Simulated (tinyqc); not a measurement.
From one set of inputs to another, one input at a time: Holstein polaron on two sites. Computed by tinyqc, a small Python program. Command: `OMP_NUM_THREADS=1 python tinyqc.py 3026465 3026466 out.jsonl holstein ladder`. One thread of a shared host (Intel(R) Xeon(R) Processor @ 2.30GHz), about 0.01 s of CPU time with the checks.

One electron on sites 1 and 2: H = -t (c1+ c2 + c2+ c1) + hbar omega sum_i b_i+ b_i - g hbar omega sum_i n_i (b_i + b_i+). The symmetric phonon shifts the energy by -g^2 hbar omega/2 and drops out; with b = (b_1 - b_2)/sqrt(2) there remains H = -t sigma_x + hbar omega b+ b - (g hbar omega/sqrt(2)) sigma_z (b + b+). Parity splits it into blocks p = +1 and -1 over phonon numbers n. Zero-point energies are left out. Weights Z refer to mode b alone; the displaced symmetric mode multiplies the full zero-phonon weight by exp(-g^2/2).

The inputs printed are set A. Inputs not listed in the table keep their values of set A, so the rows need not describe a real material.

Inputs (values chosen for the exercise, for a model dimer): hopping t = 140 meV; phonon energy hbar omega = 139 meV; coupling g = 0.904.

Method. Block p: H_nn = n hbar omega - p t (-1)^n - g^2 hbar omega/2, H_(n,n+1) = -(g hbar omega/sqrt(2)) sqrt(n + 1). Use 60 levels in both blocks; Z = c_0^2 is the weight of n = 0 in the ground state c; the splitting is the lowest odd level less the lowest even one, which without coupling is the smaller of 2t and hbar omega; <sigma_x> = sum (-1)^n c_n^2 measures the kinetic energy.

Each row keeps all changes above it:
```
input moved                      from    to  weight Z of n = 0 in mode b  mean phonon number in b  <sigma_x>
set A                               -     -                      0.93630                   0.0769    0.89618
coupling g                      0.904  2.53                      0.06619                   3.0679    0.17565
hopping t (meV)                   140    97                      0.05582                   3.1332    0.12174
phonon energy hbar omega (meV)    139  84.9                      0.07174                   3.0319    0.19943
```

weight Z of n = 0 in mode b goes from 0.936 to 0.0717, a factor 0.0766 in all. The largest single move comes from coupling g (a factor 0.0707). Mean phonon number in b goes from 0.0769 to 3.03, a factor 39.4 in all. The largest single move comes from coupling g (a factor 39.9). <sigma_x> goes from 0.896 to 0.199, a factor 0.223 in all. The largest single move comes from coupling g (a factor 0.196), and phonon energy hbar omega works against it (a factor 1.64). The single moves hold for this order of the switches; the total does not depend on the order.

Caution (rows set A): with hbar omega below 2t the lowest odd level starts as a one-phonon state, so the splitting here is a softened phonon and not a narrowed hopping.

Extremes, crossings and ranges named in words are read from the listed rows.
